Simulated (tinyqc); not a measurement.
# Worked calculation: transistor under a ferroelectric capacitor (negative capacitance), static model

tinyqc, about 0.03 s, one thread, Intel Xeon 2.30GHz (shared host): `OMP_NUM_THREADS=1 python tinyqc.py 2860010 2860011 out.jsonl` Printed values are rounded.

A ferroelectric film of thickness tf lies between the gate and an inner metal at potential v, which drives an ordinary transistor. One domain, P = Q (background permittivity neglected): Vg = v + tf (2 al Q + 4 be Q^3), al = -3 sqrt(3) Ec/(4 Pr), be = 3 sqrt(3) Ec/(8 Pr^3). Gate charge Q(v) = Qi + Cp v with the channel charge Qi = Cox n Vt ln(1 + exp((v - VT)/(n Vt))). Q in uC/cm^2, E in kV/cm; 1 nm times 1 kV/cm is 1e-4 V. Domains, leakage and the switching time are left out.

Inputs (values chosen for the exercise); Pr and Ec close to those of hafnium oxide based films:
```
symbol  value     unit                                      meaning
T         293        K                                  temperature
Pr         23  uC/cm^2                        remanent polarisation
Ec        800    kV/cm                               coercive field
Cox       2.6  uF/cm^2               capacitance of the inner oxide
Cp        1.1  uF/cm^2            overlap capacitance per gate area
VT       0.27        V            threshold of the inner transistor
n        1.17           subthreshold factor of the inner transistor
tf         18       nm                      ferroelectric thickness
Vg       0.45        V                                 gate voltage
```

Constants: q = 1.602176634e-19 C, kB = 1.380649e-23 J/K, Vt = kB T/q. Results are converted to the units shown.

## Landau coefficients and capacitance at zero charge

al = -3 sqrt(3) Ec/(4 Pr), be = 3 sqrt(3) Ec/(8 Pr^3); C_FE(0) = 1/(2 al tf); far below threshold the gain is 1/(1 + 2 al tf Cp) near Q = 0 and the swing n Vt ln 10/gain.

al = -45.1839 kV cm/uC
be = 0.0427069 kV cm^5/uC^3
C_FE(0) = -6.14771 uF/cm^2
gain near Q = 0 = 1.21792
swing = 55.8500 mV/decade

The swing is below Vt ln 10 = 58.1 mV a decade; without the film it is 68.0.

## Gate voltage against inner potential

v, point 0 to 8 (V): 0  0.15  0.3  0.45  0.6  0.75  0.9  1.05  1.2

Q(v) and Vg(v) as above. C = dQ/dv = Cox/(1 + exp(-(v - VT)/(n Vt))) + Cp; dVg/dv = 1 + C tf (2 al + 12 be Q^2); gain = dv/dVg.

```
point  Q (uC/cm^2)  C (uF/cm^2)     Vg (V)    dVg/dv
0          0.00001      1.10028  -0.000001  0.821026
1          0.16631      1.14399   0.122949  0.813945
2          0.43174      3.00867   0.229797  0.511121
3          0.96317      3.69414   0.293603  0.402264
4          1.51800      3.69996   0.354154  0.406021
5          2.07300      3.70000   0.415541  0.412817
6          2.62800      3.70000   0.478105  0.421722
7          3.18300          3.7   0.542162  0.432730
8          3.73800          3.7   0.608029  0.445841
```

dVg/dv is positive at all listed points; its smallest value, 0.402, means a gain of 2.49. Minimising dVg/dv over v puts the thickness at which the fold first appears at 30.1 nm.

## Iteration 1: inner potential by Newton steps

v at the start = 0.45 V

f = v + tf (2 al Q + 4 be Q^3) - Vg, f' = 1 + C tf (2 al + 12 be Q^2) with C = Cox/(1 + exp(-(v - VT)/(n Vt))) + Cp; v(new) = v - f/f'.

Q = 0.963173 uC/cm^2
f = -0.156397 V
f' = 0.402264
v after iteration 1 = 0.838792 V

## Iteration 2: inner potential by Newton steps

As before.

Q = 2.40153 uC/cm^2
f = 0.00241272 V
f' = 0.417835
v after iteration 2 = 0.833018 V

## Course of the iteration: inner potential by Newton steps

Stop when v changes by less than 1e-10 V, or after 30 iterations.

Course of the iteration:
```
iteration     v (V)  |change| (V)
1          0.838792         0.389
2          0.833018       5.77e-3
3          0.833015       2.41e-6
4          0.833015      4.20e-13
```

Converged in 4 iterations. At the end the number of correct digits about doubles with each step. There dVg/dv = 0.417, a gain of 2.40.
